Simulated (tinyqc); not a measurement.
UHF in the sto-3g basis, for H3, spin multiplicity 2, step by step. This run ends on a higher stationary point, not on the lowest solution. Computed by tinyqc, a small Python program that keeps every step (integrals from PySCF). Settings: charge = 0, multiplicity = 2, basis = sto-3g, energy threshold = 1e-08, iteration cap = 59, orthogonalisation = symmetric, start = core, DIIS depth = 6, method = UHF. Command: `OMP_NUM_THREADS=1 python tinyqc.py 22224 22225 out.jsonl` (the two numbers bound the seeds that draw the settings). One thread of a shared host (Intel(R) Xeon(R) Processor @ 2.60GHz), about 0.2 s of CPU time with the checks. Later iterations appear only in the table of the cycle.

## One-electron integrals

Geometry (angstrom):
```
atom       x       y       z
H     0.0000  0.0000  0.0000
H     0.0000  0.0000  1.0450
H     0.0000  0.9950  0.5220
```

Basis sto-3g: exponents (1/bohr^2) and contraction coefficients of normalised primitives:
```
element  l (shell)  exponent  coefficient
H            s (1)    3.4253       0.1543
H            s (1)    0.6239       0.5353
H            s (1)    0.1689       0.4446
```

Overlap, kinetic and nuclear-attraction integrals over the contracted functions; the nuclear repulsion is the sum of Za Zb / Rab.

nuclear repulsion = 1.448115 hartree

overlap S:
```
        1H 1s   2H 1s   3H 1s
1H 1s  1.0000  0.4704  0.4268
2H 1s  0.4704  1.0000  0.4265
3H 1s  0.4268  0.4265  1.0000
```

kinetic energy T (hartree):
```
        1H 1s   2H 1s   3H 1s
1H 1s  0.7600  0.0955  0.0716
2H 1s  0.0955  0.7600  0.0715
3H 1s  0.0716  0.0715  0.7600
```

nuclear attraction V (hartree):
```
         1H 1s    2H 1s    3H 1s
1H 1s  -2.1820  -0.9699  -0.8668
2H 1s  -0.9699  -2.1819  -0.8662
3H 1s  -0.8668  -0.8662  -2.1506
```

core Hamiltonian H = T + V (hartree):
```
         1H 1s    2H 1s    3H 1s
1H 1s  -1.4220  -0.8745  -0.7951
2H 1s  -0.8745  -1.4218  -0.7947
3H 1s  -0.7951  -0.7947  -1.3905
```

## Two-electron integrals

Functions are numbered as in S; the eight-fold symmetry (ij|kl) = (ji|kl) = (kl|ij) leaves the list below.

Two-electron integrals (ij|kl) in chemists' order, unique and non-zero (hartree):
```
(11|11) 0.7746   (21|11) 0.2890   (21|21) 0.1401   (22|11) 0.4636
(22|21) 0.2890   (22|22) 0.7746   (31|11) 0.2560   (31|21) 0.1113
(31|22) 0.2038   (31|31) 0.1131   (32|11) 0.2038   (32|21) 0.1113
(32|22) 0.2558   (32|31) 0.1016   (32|32) 0.1129   (33|11) 0.4397
(33|21) 0.2169   (33|22) 0.4395   (33|31) 0.2560   (33|32) 0.2558
(33|33) 0.7746
```

## Orthogonalisation

S = U s U^T; symmetric (Loewdin) form X = U s^(-1/2) U^T, so that X^T S X = 1.

eigenvalues of S: 0.5296  0.5876  1.8828

X:
```
         1H 1s    2H 1s    3H 1s
1H 1s   1.1432  -0.2310  -0.1898
2H 1s  -0.2310   1.1430  -0.1895
3H 1s  -0.1898  -0.1895   1.1212
```

## Starting guess

The start is the orbitals of the core Hamiltonian; D(s) = C_occ C_occ^T for each spin.

D(alpha) at the start:
```
         1H 1s    2H 1s    3H 1s
1H 1s   0.4495   0.4519  -0.3829
2H 1s   0.4519   0.4544  -0.3884
3H 1s  -0.3829  -0.3884   1.3291
```

D(beta) at the start:
```
        1H 1s   2H 1s   3H 1s
1H 1s  0.1917  0.1916  0.1688
2H 1s  0.1916  0.1915  0.1687
3H 1s  0.1688  0.1687  0.1486
```

## Iteration 1: building the Fock matrix

J_ij = sum D_kl (ij|kl) with D = D(alpha) + D(beta), K_ij = sum D_kl (ik|jl) for each spin; F = H + J - K(s); E = tr D H + tr D J / 2 - 0.5 sum_s tr D(s) K(s) + E_nn.

Coulomb J (hartree):
```
        1H 1s   2H 1s   3H 1s
1H 1s  1.6187  0.7762  0.7242
2H 1s  0.7762  1.6194  0.7239
3H 1s  0.7242  0.7239  1.7676
```

exchange K(alpha) (hartree):
```
        1H 1s   2H 1s   3H 1s
1H 1s  0.5409  0.4261  0.3129
2H 1s  0.4261  0.5424  0.3121
3H 1s  0.3129  0.3121  0.8288
```

exchange K(beta) (hartree):
```
        1H 1s   2H 1s   3H 1s
1H 1s  0.4269  0.3479  0.3158
2H 1s  0.3479  0.4266  0.3156
3H 1s  0.3158  0.3156  0.3700
```

F(alpha) (hartree):
```
         1H 1s    2H 1s    3H 1s
1H 1s  -0.3442  -0.5243  -0.3838
2H 1s  -0.5243  -0.3448  -0.3829
3H 1s  -0.3838  -0.3829  -0.4518
```

F(beta) (hartree):
```
         1H 1s    2H 1s    3H 1s
1H 1s  -0.2302  -0.4461  -0.3867
2H 1s  -0.4461  -0.2290  -0.3864
3H 1s  -0.3867  -0.3864   0.0070
```

total energy of this density = -1.368887 hartree

## Iteration 1: diagonalisation and new density

Diagonalise F' = X^T F X, C = X C', fill 2 alpha and 1 beta electrons from the bottom; D(s) = C_occ C_occ^T. Each column has its largest component positive (the first on a tie).

F' = X^T F X (alpha) (hartree):
```
         1        2        3
1  -0.0746  -0.4148  -0.1740
2  -0.4148  -0.0759  -0.1724
3  -0.1740  -0.1724  -0.3044
```

orbital energies (alpha) (hartree): MO1 -0.6592, MO2 -0.1353, MO3 0.3395

coefficients C (alpha):
```
          MO1      MO2      MO3
1H 1s  0.4231  -0.5200   0.9730
2H 1s  0.4230  -0.5249  -0.9702
3H 1s  0.4162   1.0751  -0.0031
```

F' = X^T F X (beta) (hartree):
```
         1        2        3
1   0.0567  -0.3515  -0.3079
2  -0.3515   0.0579  -0.3076
3  -0.3079  -0.3076   0.2890
```

orbital energies (beta) (hartree): MO1 -0.5264, MO2 0.4088, MO3 0.5213

coefficients C (beta):
```
          MO1      MO2      MO3
1H 1s  0.4803   0.9719  -0.4701
2H 1s  0.4791  -0.9714  -0.4719
3H 1s  0.2913  -0.0015   1.1154
```

D(alpha) after iteration 1:
```
         1H 1s    2H 1s    3H 1s
1H 1s   0.4494   0.4519  -0.3830
2H 1s   0.4519   0.4545  -0.3883
3H 1s  -0.3830  -0.3883   1.3291
```

D(beta) after iteration 1:
```
        1H 1s   2H 1s   3H 1s
1H 1s  0.2307  0.2301  0.1399
2H 1s  0.2301  0.2295  0.1396
3H 1s  0.1399  0.1396  0.0848
```

## Iteration 2: building the Fock matrix

As before.

Coulomb J (hartree):
```
        1H 1s   2H 1s   3H 1s
1H 1s  1.6340  0.7825  0.7218
2H 1s  0.7825  1.6345  0.7214
3H 1s  0.7218  0.7214  1.7391
```

exchange K(alpha) (hartree):
```
        1H 1s   2H 1s   3H 1s
1H 1s  0.5408  0.4261  0.3128
2H 1s  0.4261  0.5425  0.3121
3H 1s  0.3128  0.3121  0.8288
```

exchange K(beta) (hartree):
```
        1H 1s   2H 1s   3H 1s
1H 1s  0.4561  0.3686  0.3006
2H 1s  0.3686  0.4552  0.3003
3H 1s  0.3006  0.3003  0.3075
```

F(alpha) (hartree):
```
         1H 1s    2H 1s    3H 1s
1H 1s  -0.3288  -0.5180  -0.3862
2H 1s  -0.5180  -0.3298  -0.3854
3H 1s  -0.3862  -0.3854  -0.4803
```

F(beta) (hartree):
```
         1H 1s    2H 1s    3H 1s
1H 1s  -0.2441  -0.4606  -0.3739
2H 1s  -0.4606  -0.2425  -0.3735
3H 1s  -0.3739  -0.3735   0.0410
```

total energy of this density = -1.379442 hartree

## Iteration 2: DIIS over 2 matrices

error matrix X^T (FDS - SDF) X (alpha):
```
         1       2        3
1   0.0000  0.0002   0.0001
2  -0.0002  0.0000  -0.0001
3  -0.0001  0.0001   0.0000
```

B (overlaps of the stored error matrices):
```
               1              2
1  1.5895883e-02  6.0603806e-03
2  6.0603806e-03  2.3106467e-03
```

Minimise |sum c_i e_i|^2 with sum c_i = 1: solve [B -1; -1 0][c; lambda] = [0; -1] with B_ij = tr e_i^T e_j summed over both spins, and take F = sum c_i F_i.

DIIS coefficients: -0.6161  1.6161

extrapolated F(alpha) (hartree):
```
         1H 1s    2H 1s    3H 1s
1H 1s  -0.3192  -0.5141  -0.3877
2H 1s  -0.5141  -0.3205  -0.3870
3H 1s  -0.3877  -0.3870  -0.4978
```

extrapolated F(beta) (hartree):
```
         1H 1s    2H 1s    3H 1s
1H 1s  -0.2527  -0.4695  -0.3661
2H 1s  -0.4695  -0.2509  -0.3656
3H 1s  -0.3661  -0.3656   0.0620
```

## Iteration 2: diagonalisation and new density

As before.

F' = X^T F X (alpha) (hartree):
```
         1        2        3
1  -0.0464  -0.4142  -0.1745
2  -0.4142  -0.0484  -0.1731
3  -0.1745  -0.1731  -0.3564
```

orbital energies (alpha) (hartree): MO1 -0.6604, MO2 -0.1576, MO3 0.3668

coefficients C (alpha):
```
          MO1      MO2      MO3
1H 1s  0.3821  -0.5505   0.9732
2H 1s  0.3825  -0.5555  -0.9700
3H 1s  0.4964   1.0405  -0.0029
```

F' = X^T F X (beta) (hartree):
```
         1        2        3
1   0.0333  -0.3767  -0.2891
2  -0.3767   0.0352  -0.2887
3  -0.2891  -0.2887   0.3373
```

orbital energies (beta) (hartree): MO1 -0.5340, MO2 0.4110, MO3 0.5288

coefficients C (beta):
```
          MO1      MO2      MO3
1H 1s  0.5044   0.9716  -0.4446
2H 1s  0.5024  -0.9716  -0.4465
3H 1s  0.2332  -0.0017   1.1290
```

D(alpha) after iteration 2:
```
         1H 1s    2H 1s    3H 1s
1H 1s   0.4491   0.4519  -0.3831
2H 1s   0.4519   0.4549  -0.3881
3H 1s  -0.3831  -0.3881   1.3291
```

D(beta) after iteration 2:
```
        1H 1s   2H 1s   3H 1s
1H 1s  0.2545  0.2534  0.1176
2H 1s  0.2534  0.2524  0.1171
3H 1s  0.1176  0.1171  0.0544
```

## Iteration 3: building the Fock matrix

As before.

Coulomb J (hartree):
```
        1H 1s   2H 1s   3H 1s
1H 1s  1.6425  0.7860  0.7203
2H 1s  0.7860  1.6430  0.7199
3H 1s  0.7203  0.7199  1.7232
```

exchange K(alpha) (hartree):
```
        1H 1s   2H 1s   3H 1s
1H 1s  0.5405  0.4261  0.3127
2H 1s  0.4261  0.5427  0.3122
3H 1s  0.3127  0.3122  0.8288
```

exchange K(beta) (hartree):
```
        1H 1s   2H 1s   3H 1s
1H 1s  0.4714  0.3790  0.2893
2H 1s  0.3790  0.4699  0.2888
3H 1s  0.2893  0.2888  0.2710
```

F(alpha) (hartree):
```
         1H 1s    2H 1s    3H 1s
1H 1s  -0.3200  -0.5146  -0.3876
2H 1s  -0.5146  -0.3216  -0.3870
3H 1s  -0.3876  -0.3870  -0.4961
```

F(beta) (hartree):
```
         1H 1s    2H 1s    3H 1s
1H 1s  -0.2509  -0.4675  -0.3641
2H 1s  -0.4675  -0.2488  -0.3636
3H 1s  -0.3641  -0.3636   0.0617
```

total energy of this density = -1.381204 hartree

## Iteration 3: DIIS over 3 matrices

error matrix X^T (FDS - SDF) X (alpha):
```
         1       2       3
1   0.0000  0.0002  0.0000
2  -0.0002  0.0000  0.0000
3   0.0000  0.0000  0.0000
```

B (overlaps of the stored error matrices):
```
               1              2              3
1  1.5895883e-02  6.0603806e-03  2.4665922e-07
2  6.0603806e-03  2.3106467e-03  1.9390587e-07
3  2.4665922e-07  1.9390587e-07  1.2485830e-07
```

As before.

DIIS coefficients: 0.3895  -1.0218  1.6322

extrapolated F(alpha) (hartree):
```
         1H 1s    2H 1s    3H 1s
1H 1s  -0.3205  -0.5148  -0.3875
2H 1s  -0.5148  -0.3223  -0.3870
3H 1s  -0.3875  -0.3870  -0.4950
```

extrapolated F(beta) (hartree):
```
         1H 1s    2H 1s    3H 1s
1H 1s  -0.2498  -0.4662  -0.3629
2H 1s  -0.4662  -0.2475  -0.3623
3H 1s  -0.3629  -0.3623   0.0614
```

## Iteration 3: diagonalisation and new density

As before.

F' = X^T F X (alpha) (hartree):
```
         1        2        3
1  -0.0478  -0.4143  -0.1746
2  -0.4143  -0.0504  -0.1733
3  -0.1746  -0.1733  -0.3531
```

orbital energies (alpha) (hartree): MO1 -0.6603, MO2 -0.1562, MO3 0.3651

coefficients C (alpha):
```
          MO1      MO2      MO3
1H 1s  0.3845  -0.5485   0.9734
2H 1s  0.3854  -0.5538  -0.9698
3H 1s  0.4914   1.0429  -0.0030
```

F' = X^T F X (beta) (hartree):
```
         1        2        3
1   0.0345  -0.3751  -0.2865
2  -0.3751   0.0369  -0.2861
3  -0.2865  -0.2861   0.3343
```

orbital energies (beta) (hartree): MO1 -0.5293, MO2 0.4108, MO3 0.5241

coefficients C (beta):
```
          MO1      MO2      MO3
1H 1s  0.5047   0.9719  -0.4436
2H 1s  0.5022  -0.9713  -0.4475
3H 1s  0.2332  -0.0029   1.1290
```

D(alpha) after iteration 3:
```
         1H 1s    2H 1s    3H 1s
1H 1s   0.4486   0.4519  -0.3831
2H 1s   0.4519   0.4553  -0.3882
3H 1s  -0.3831  -0.3882   1.3291
```

D(beta) after iteration 3:
```
        1H 1s   2H 1s   3H 1s
1H 1s  0.2547  0.2534  0.1177
2H 1s  0.2534  0.2522  0.1171
3H 1s  0.1177  0.1171  0.0544
```

## Iteration 4: building the Fock matrix

As before.

Coulomb J (hartree):
```
        1H 1s   2H 1s   3H 1s
1H 1s  1.6424  0.7860  0.7203
2H 1s  0.7860  1.6430  0.7199
3H 1s  0.7203  0.7199  1.7232
```

exchange K(alpha) (hartree):
```
        1H 1s   2H 1s   3H 1s
1H 1s  0.5403  0.4261  0.3127
2H 1s  0.4261  0.5430  0.3123
3H 1s  0.3127  0.3123  0.8288
```

exchange K(beta) (hartree):
```
        1H 1s   2H 1s   3H 1s
1H 1s  0.4716  0.3790  0.2894
2H 1s  0.3790  0.4697  0.2888
3H 1s  0.2894  0.2888  0.2710
```

F(alpha) (hartree):
```
         1H 1s    2H 1s    3H 1s
1H 1s  -0.3198  -0.5146  -0.3875
2H 1s  -0.5146  -0.3218  -0.3870
3H 1s  -0.3875  -0.3870  -0.4961
```

F(beta) (hartree):
```
         1H 1s    2H 1s    3H 1s
1H 1s  -0.2512  -0.4675  -0.3642
2H 1s  -0.4675  -0.2486  -0.3635
3H 1s  -0.3642  -0.3635   0.0617
```

total energy of this density = -1.381204 hartree

## Iteration 4: DIIS over 4 matrices

error matrix X^T (FDS - SDF) X (alpha):
```
         1       2       3
1   0.0000  0.0001  0.0000
2  -0.0001  0.0000  0.0000
3   0.0000  0.0000  0.0000
```

B (overlaps of the stored error matrices):
```
               1              2              3              4
1  1.5895883e-02  6.0603806e-03  2.4665922e-07  1.1707398e-07
2  6.0603806e-03  2.3106467e-03  1.9390587e-07  1.0962538e-07
3  2.4665922e-07  1.9390587e-07  1.2485830e-07  9.6497893e-08
4  1.1707398e-07  1.0962538e-07  9.6497893e-08  8.6187976e-08
```

As before.

DIIS coefficients: -0.3203  0.8400  -1.8975  2.3777

extrapolated F(alpha) (hartree):
```
         1H 1s    2H 1s    3H 1s
1H 1s  -0.3191  -0.5143  -0.3875
2H 1s  -0.5143  -0.3216  -0.3871
3H 1s  -0.3875  -0.3871  -0.4970
```

extrapolated F(beta) (hartree):
```
         1H 1s    2H 1s    3H 1s
1H 1s  -0.2524  -0.4685  -0.3653
2H 1s  -0.4685  -0.2493  -0.3645
3H 1s  -0.3653  -0.3645   0.0618
```

## Iteration 4: diagonalisation and new density

As before.

F' = X^T F X (alpha) (hartree):
```
         1        2        3
1  -0.0462  -0.4142  -0.1745
2  -0.4142  -0.0496  -0.1732
3  -0.1745  -0.1732  -0.3554
```

orbital energies (alpha) (hartree): MO1 -0.6604, MO2 -0.1572, MO3 0.3663

coefficients C (alpha):
```
          MO1      MO2      MO3
1H 1s  0.3823  -0.5492   0.9738
2H 1s  0.3838  -0.5557  -0.9694
3H 1s  0.4949   1.0412  -0.0034
```

F' = X^T F X (beta) (hartree):
```
         1        2        3
1   0.0331  -0.3762  -0.2884
2  -0.3762   0.0363  -0.2878
3  -0.2884  -0.2878   0.3364
```

orbital energies (beta) (hartree): MO1 -0.5326, MO2 0.4109, MO3 0.5274

coefficients C (beta):
```
          MO1      MO2      MO3
1H 1s  0.5051   0.9720  -0.4430
2H 1s  0.5017  -0.9712  -0.4481
3H 1s  0.2332  -0.0037   1.1290
```

D(alpha) after iteration 4:
```
         1H 1s    2H 1s    3H 1s
1H 1s   0.4478   0.4519  -0.3826
2H 1s   0.4519   0.4561  -0.3887
3H 1s  -0.3826  -0.3887   1.3291
```

D(beta) after iteration 4:
```
        1H 1s   2H 1s   3H 1s
1H 1s  0.2552  0.2534  0.1178
2H 1s  0.2534  0.2517  0.1170
3H 1s  0.1178  0.1170  0.0544
```

## Iteration 8 (converged): orbitals

converged F(alpha) (hartree):
```
         1H 1s    2H 1s    3H 1s
1H 1s  -0.3228  -0.5146  -0.3873
2H 1s  -0.5146  -0.3188  -0.3873
3H 1s  -0.3873  -0.3873  -0.4961
```

converged F(beta) (hartree):
```
         1H 1s    2H 1s    3H 1s
1H 1s  -0.2477  -0.4675  -0.3633
2H 1s  -0.4675  -0.2521  -0.3644
3H 1s  -0.3633  -0.3644   0.0617
```

As before.

F' = X^T F X (alpha) (hartree):
```
         1        2        3
1  -0.0509  -0.4142  -0.1734
2  -0.4142  -0.0460  -0.1744
3  -0.1734  -0.1744  -0.3544
```

orbital energies (alpha) (hartree): MO1 -0.6604, MO2 -0.1567, MO3 0.3658

coefficients C (alpha):
```
          MO1      MO2      MO3
1H 1s  0.3852  -0.5559  -0.9689
2H 1s  0.3826  -0.5478   0.9743
3H 1s  0.4933   1.0420  -0.0034
```

F' = X^T F X (beta) (hartree):
```
         1        2        3
1   0.0377  -0.3757  -0.2871
2  -0.3757   0.0326  -0.2875
3  -0.2871  -0.2875   0.3354
```

orbital energies (beta) (hartree): MO1 -0.5311, MO2 0.4109, MO3 0.5259

coefficients C (beta):
```
          MO1      MO2      MO3
1H 1s  0.5009  -0.9695  -0.4531
2H 1s  0.5059   0.9737  -0.4380
3H 1s  0.2332  -0.0091   1.1290
```

D(alpha) after iteration 8:
```
         1H 1s    2H 1s    3H 1s
1H 1s   0.4574   0.4519  -0.3892
2H 1s   0.4519   0.4465  -0.3821
3H 1s  -0.3892  -0.3821   1.3291
```

D(beta) after iteration 8:
```
        1H 1s   2H 1s   3H 1s
1H 1s  0.2509  0.2534  0.1168
2H 1s  0.2534  0.2560  0.1180
3H 1s  0.1168  0.1180  0.0544
```

## Convergence

Stop when the energy changes by less than 1e-08 hartree and every element of the error matrix X^T (F D S - S D F) X (for each spin) is below 3e-05.

Course of the cycle:
```
iteration  E (hartree)     change  largest element of the error matrix
1            -1.368887          -                             6.32e-02
2            -1.379442  -1.06e-02                             2.41e-02
3            -1.381204  -1.76e-03                             1.77e-04
4            -1.381204  -2.03e-07                             1.44e-04
5            -1.381204  -3.14e-07                             1.41e-04
6            -1.381202   1.82e-06                             2.69e-05
7            -1.381202   2.83e-08                             4.12e-07
8            -1.381202  -4.94e-13                             3.12e-08
```

PySCF UHF in the same basis, after a stability check = -1.382088 hartree

Converged in 8 iterations. But the solution lies 0.00089 hartree above the reference: it is another stationary point, not the lowest one. Reruns (cap 100 unless said): DIIS 8: converged in 8 to a higher stationary point; damping 0.5: not converged; level shift 0.5: not converged; atomic densities as start, DIIS 8: converged in 9 to a higher stationary point.

## Populations, bond orders and dipole

Mulliken: Z minus the diagonal of D S on the atom; Loewdin: the same with S^(1/2) D S^(1/2); Mayer order: 2 sum_s sum (D(s) S)_ij (D(s) S)_ji over the two atoms.

Charges (e):
```
atom  Mulliken  Loewdin  Mulliken spin
1H      0.0761   0.0888         0.0839
2H      0.0784   0.0914         0.0706
3H     -0.1545  -0.1802         0.8455
```

Mayer bond orders:
```
pair   order
2-1   0.8574
3-1   0.1298
3-2   0.1315
```

dipole moment about the origin, x y z (debye): 0.0000  -0.7384  0.0062

<S^2> of the determinant (pure state: 0.75) = 0.7500
